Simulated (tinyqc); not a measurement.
UKS/B3LYP (VWN-RPA form) in the 3-21g basis, for H2-, spin multiplicity 2, step by step. The basis has no diffuse functions, so it cannot describe the extra electron: this is an exercise in the method, not the real anion. One step of it, computed by the program tinyqc.

Problem. Iteration 2: DIIS coefficients. Solve [B -1; -1 0][c; lambda] = [0; -1] for the coefficients, which sum to one.

B (overlaps of the stored error matrices):
$$\begin{pmatrix}
3.5240490e-01 & -7.1881563e-02 \\
-7.1881563e-02 & 1.6003207e-02
\end{pmatrix}$$

Give: DIIS coefficients.

Solution.

DIIS coefficients: [0.1716, 0.8284]
